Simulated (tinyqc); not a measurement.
Raising U: Hubbard chain of 2 sites, mean field against exact. Computed by the program tinyqc. Collinear unrestricted mean field (the lowest of 40 random starts) against exact diagonalisation.

one-body matrix (hopping and site energies) (eV):
```
,1,2
1,0.3500,-0.8700
2,-0.8700,0.2500
```

electrons, up and down: 1  1

Exact and mean-field results (eV):
```
U,U/t,E exact,E mean field,mean |n_up - n_down|,"double occupancy, exact",first gap in the sector
0.4300,0.4943,-0.940461,-0.927303,0.0000,0.2200,1.5405
0.8700,1.0000,-0.760250,-0.706915,0.0000,0.1899,1.3603
2.6100,3.0000,-0.270575,0.019410,0.7447,0.1002,0.8706
3.4800,4.0000,-0.121080,0.164712,0.8658,0.0733,0.7211
5.2200,6.0000,0.073024,0.309904,0.9428,0.0420,0.5270
6.9600,8.0000,0.189170,0.382458,0.9682,0.0264,0.4108
10.4400,12.0000,0.317613,0.454987,0.9860,0.0128,0.2824
17.4000,20.0000,0.427701,0.512997,0.9950,0.0049,0.1723
```

Estimate the missing row, U = 1.74.

Computed row:
```
U          U/t    E exact  E mean field  mean |n_up - n_down|  double occupancy, exact  first gap in the sector
1.7400  2.0000  -0.476361     -0.271437              3.02e-04                   0.1385                   1.0764
```

In absolute terms mean field is worst at U/t = 3.0, 0.290 eV too high: at small U it is nearly exact, and at large U it misses only exchange-scale energies. Its local moments set in at U/t = 3.0 of those listed, a broken symmetry that the exact state of a finite cluster with equal spins does not have. Relative to the exact energy its error is 1.4 % at the smallest U, 324 % at most and 20 % at the largest. The double occupancy falls from 0.220 to 0.005.
